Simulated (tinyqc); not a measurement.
# Energy and delay of logic against supply voltage: optimum supplies against the temperature

One expression serves below and above threshold: I(Vg) = Ik [ln(1 + exp((Vg - VT + dd V)/(al nf Vt)))]^al, with I_on = I(V) and I_off = I(0). Gate delay td = kd C V/I_on, clock period LD td. Per gate and cycle the switching energy is act C V^2 and the leakage energy I_off V LD td. No short-circuit current, no variation. Minima are sought above 0.09 V; below a few Vt gates no longer switch and the model has no meaning.

V_min minimises the energy and V_EDP the product of energy and td. VT, Ik and nf are held fixed.

Parameters, values chosen for the exercise; values of the order met in logic technologies:
- VT = 0.39 V (threshold voltage at zero drain bias)
- nf = 1.19 (slope factor)
- dd = 0.09 (barrier lowering per volt of supply)
- Ik = 2 uA (specific current of a gate)
- al = 1.7 (exponent of the current law)
- C = 2 fF (load capacitance of a gate)
- kd = 1.1 (delay factor)
- LD = 20 (logic depth)
- act = 0.02 (activity factor)

Constants: q = 1.602176634e-19 C, kB = 1.380649e-23 J/K, Vt = kB T/q. Results are converted to the units shown.

Results:

| T (K) | V_min (V) | energy at V_min (aJ) | leakage share (%) | clock at V_min (MHz) | V_EDP (V) | clock at V_EDP (GHz) |
|---|---|---|---|---|---|---|
| 220 | 0.1833 | 1.784 | 24.72 | 0.05363 | 0.8257 | 4.479 |
| 280 | 0.2335 | 2.923 | 25.42 | 1.648 | 0.8257 | 2.973 |
| 310 | 0.2588 | 3.636 | 26.32 | 5.283 | 0.8259 | 2.501 |
| 340 | 0.2844 | 4.479 | 27.75 | 13.21 | 0.8265 | 2.141 |
| 370 | 0.3105 | 5.491 | 29.78 | 27.16 | 0.8282 | 1.862 |
| 400 | 0.3370 | 6.722 | 32.41 | 47.89 | 0.8319 | 1.646 |

Estimate the missing row, T = 250 K.

Computed row:

| T (K) | V_min (V) | energy at V_min (aJ) | leakage share (%) | clock at V_min (MHz) | V_EDP (V) | clock at V_EDP (GHz) |
|---|---|---|---|---|---|---|
| 250 | 0.2083 | 2.312 | 24.93 | 0.3713 | 0.8257 | 3.604 |

With this row back in the table: As T goes from 220 to 400, V_min rises from 0.183 to 0.337 V, the energy there rises from 1.78 to 6.72 aJ, the clock there rises from 0.0536 to 47.9 MHz and V_EDP rises from 0.826 to 0.832 V.

Program tinyqc, `OMP_NUM_THREADS=1 python tinyqc.py 2082074 2082075 out.jsonl`; Intel Xeon 2.30GHz, shared host, one thread, about 0.01 s.
